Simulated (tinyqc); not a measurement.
Extended Hueckel theory, for H3+, step by step. The parameters take no account of the charge, which enters only through the electron count. One step of it, computed by the program tinyqc.

Question. Wolfsberg-Helmholz matrix. H_ij = K' S_ij (H_ii + H_jj)/2 for i != j (the diagonal keeps H_ii), with K' = K + D^2 + D^4 (1 - K), D = (H_ii - H_jj)/(H_ii + H_jj), K = 2.

overlap S:
```
          1H 1s     2H 1s     3H 1s
1H 1s  1.000000  0.582549  0.541391
2H 1s  0.582549  1.000000  0.541391
3H 1s  0.541391  0.541391  1.000000
```

diagonal H_ii (eV): 1H 1s -13.600000, 2H 1s -13.600000, 3H 1s -13.600000

K = 2.000000

Give: H.

Answer.

H (eV):
```
          1H 1s     2H 1s     3H 1s
1H 1s  -13.6000  -15.8453  -14.7258
2H 1s  -15.8453  -13.6000  -14.7258
3H 1s  -14.7258  -14.7258  -13.6000
```
